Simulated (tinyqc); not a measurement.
From results back to parameters: armchair graphene nanoribbon in tight binding. Three cases, with inputs chosen for the exercise.

Problem. For an armchair ribbon without edge correction the gap is 2t times the smallest |1 + 2 cos(p pi/(N + 1))|, p = 1 to N. The gap below belongs to a hidden N between 3 and 40.

Find: N; family.

Case 1.

Values chosen (out of a larger set: near those used for graphene; not measured data): t = 2.92 eV (hopping).

gap = 1.02533 eV

Solution.

N = 9

family: 3p

Near c = -1/2 the gap is about 2 pi t/(sqrt3 (N + 1)), which gives N + 1 = 10.3; the exact formula gives 0.00000, 1.02533 and 0.98795 eV for N = 8, 9 and 10.

Case 2.

Values chosen (out of a larger set: near those used for graphene; not measured data): t = 2.61 eV (hopping).

gap = 0.32982 eV

Solution.

N = 28

family: 3p+1

Near c = -1/2 the gap is about 2 pi t/(sqrt3 (N + 1)), which gives N + 1 = 28.7; the exact formula gives 0.33441, 0.32982 and 0.00000 eV for N = 27, 28 and 29.

Case 3.

Values chosen (out of a larger set: near those used for graphene; not measured data): t = 2.88 eV (hopping).

gap = 1.42260 eV

Solution.

N = 6

family: 3p

Near c = -1/2 the gap is about 2 pi t/(sqrt3 (N + 1)), which gives N + 1 = 7.3; the exact formula gives 0.00000, 1.42260 and 1.35149 eV for N = 5, 6 and 7.

Computed by tinyqc, one run a case: `OMP_NUM_THREADS=1 python tinyqc.py N N+1 out.jsonl` with N = 1482494, 1482697, 1482760; one thread of a shared Intel(R) Xeon(R) Processor @ 2.30GHz, about 0.03 s a run at most.
